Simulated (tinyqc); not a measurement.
Free and trapped electrons in a MOS channel with a dense trap tail: one step of the calculation.

p-type body, charge-sheet picture, full ionisation (an idealisation for deep acceptors), Boltzmann statistics for free electrons. e = Ec - EF at the surface. Acceptor-like traps of density D(E) = D0 + De exp(-E/Ew) at depth E below Ec, from 0 to Eu, hold n_t = integral of D(E)/(1 + exp((e - E)/Vt)). psi = Eg - Vt ln(Nv/Na) - e; N_dep = sqrt(2 eps0 eps_r Na (psi - Vt)/q); n_f = sqrt(N_dep^2 + 2 eps0 eps_r Vt Nc exp(-e/Vt)/q) - N_dep; Vg = Vfb + psi + q (N_dep + n_t + n_f)/Cox, Cox = eps0 eox/tox.

Problem. Trapped charge. Trapezoid rule on 14 equal steps from 0 to Eu, f = 1/(1 + exp((e - E)/Vt)).

Inputs (values chosen for the exercise); band and dielectric values close to those of 4H silicon carbide: temperature T = 300 K; constant background density of acceptor-like traps D0 = 1.6e11 cm^-2 eV^-1; density of the tail at the conduction edge De = 5.2e12 cm^-2 eV^-1; decay energy of the tail Ew = 0.13 eV; depth below Ec down to which the traps reach Eu = 0.57 eV; Ec - EF at the surface e = 0.06 eV.

Constants: q = 1.602176634e-19 C, kB = 1.380649e-23 J/K, Vt = kB T/q. Results are converted to the units shown.

Give: E; D(E) f; n_t.

Solution.

```
point    E (eV)  D(E) f (cm^-2 eV^-1)
0             0             4.7922e11
1      0.040714             1.2745e12
2      0.081429             2.0463e12
3       0.12214             2.0105e12
4       0.16286             1.6155e12
5       0.20357             1.2414e12
6       0.24429             9.5340e11
7       0.28500             7.4050e11
8       0.32571             5.8448e11
9       0.36643             4.7036e11
10      0.40714             3.8691e11
11      0.44786             3.2590e11
12      0.48857             2.8129e11
13      0.52929             2.4868e11
14      0.57000             2.2483e11
```

n_t = 5.1022e11 cm^-2

tinyqc, about 0.02 s, one thread, Intel Xeon 2.30GHz (shared host): `OMP_NUM_THREADS=1 python tinyqc.py 2222219 2222220 out.jsonl`
